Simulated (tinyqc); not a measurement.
Pair-potential crystal by lattice sums: one step, computed by the program tinyqc. Command: `OMP_NUM_THREADS=1 python tinyqc.py 3004539 3004540 out.jsonl pairsum walk`. One thread of a shared host (Intel(R) Xeon(R) Processor @ 2.30GHz), about 0.02 s of CPU time with the checks.

Energy per atom E = (1/2) sum over neighbours of phi(r); d is the nearest-neighbour distance.

Question. Energy and virial pressure. E = (1/2) sum count x phi; P = -(1/(6 Omega)) sum count x r phi', Omega = 0.769800 d^3.

Inputs (values chosen for the exercise, for model atoms): pair minimum r0 = 3.12 angstrom; trial neighbour distance d/r0 = 0.941.

Potential: Mie n-m. Structure: bcc.

Shells:

| shell | count | r (angstrom) | phi (eV) | phi' (eV/angstrom) | phi'' (eV/angstrom^2) |
|---|---|---|---|---|---|
| 1 | 8 | 2.935920 | -0.1337117 | -0.4603950 | 4.161168 |
| 2 | 6 | 3.390108 | -0.1414927 | 0.1478078 | 0.100992 |
| 3 | 12 | 4.794337 | -0.0198061 | 0.0295287 | -0.042200 |
| 4 | 24 | 5.621859 | -0.0054264 | 0.0091511 | -0.012999 |
| 5 | 8 | 5.871840 | -0.0035028 | 0.0063923 | -0.009299 |
| 6 | 6 | 6.780217 | -0.0003925 | 0.0013808 | -0.003017 |
| 7 | 24 | 7.388570 | -0.0000010 | 0.0000555 | -0.001528 |

Constants: 1 eV/angstrom^3 = 160.2176634 GPa.

Give: energy at the trial distance; pressure at the trial distance.

Answer.

energy at the trial distance = -1.158 eV/atom

pressure at the trial distance = 6.178 GPa

The pressure is positive, so the lattice wants to expand.
